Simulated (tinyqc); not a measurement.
# Composition from the perpendicular lattice constant

Problem. The layer is x parts of the first compound and 1 - x of the second, grown coherently on the second as substrate and barrier. Rows of the table: lattice constant a, average valence level Ea on an absolute scale, spin-orbit splitting so, gaps at Gamma, X and L, hydrostatic deformation potentials av and ac (Gamma), shear potential b, elastic constants, electron and heavy-hole (along z) masses. All are interpolated linearly in x; gaps get -C x (1 - x), taken wholly in the conduction band; real line-ups can differ from this model by 0.1 eV or more. In-plane strain e = (a_substrate - a)/a, e_z = -2 (c12/c11) e, volume change 2 e + e_z. X-ray diffraction gives a_z = a (1 + e_z) of the coherent layer. Find x, e and the relaxed Gamma gap.

Values chosen for this exercise:
```
symbol,value,unit,meaning
CG,0.1,eV,bowing of the Gamma gap
CX,0.27,eV,bowing of the X gap
CL,0.27,eV,bowing of the L gap
```

Binary compounds, values chosen for the exercise:

|  | close to InAs | close to InP |
|---|---|---|
| a (angstrom) | 6.058 | 5.869 |
| Ea (eV) | -6.67 | -7.04 |
| so (eV) | 0.385 | 0.111 |
| EG (eV) | 0.355 | 1.33 |
| EX (eV) | 1.37 | 2.18 |
| EL (eV) | 1.06 | 1.91 |
| av (eV) | 0.994 | 1.28 |
| ac (eV) | -5.14 | -5.05 |
| b (eV) | -1.8 | -1.69 |
| c11 (GPa) | 82.8 | 102 |
| c12 (GPa) | 45.2 | 55.7 |
| me (m0) | 0.0232 | 0.0802 |
| mh (m0) | 0.332 | 0.533 |

lattice constant along the growth direction = 6.00738874 angstrom

Solution. a_z changes steadily with x, about (1 + 2 c12/c11) times as fast as the relaxed lattice constant, so one composition matches.

x = 0.350
e = -1.11 %
relaxed Gamma gap = 0.966 eV

tinyqc, about 0.01 s, one thread, Intel Xeon 2.30GHz (shared host): `OMP_NUM_THREADS=1 python tinyqc.py 2690077 2690078 out.jsonl`
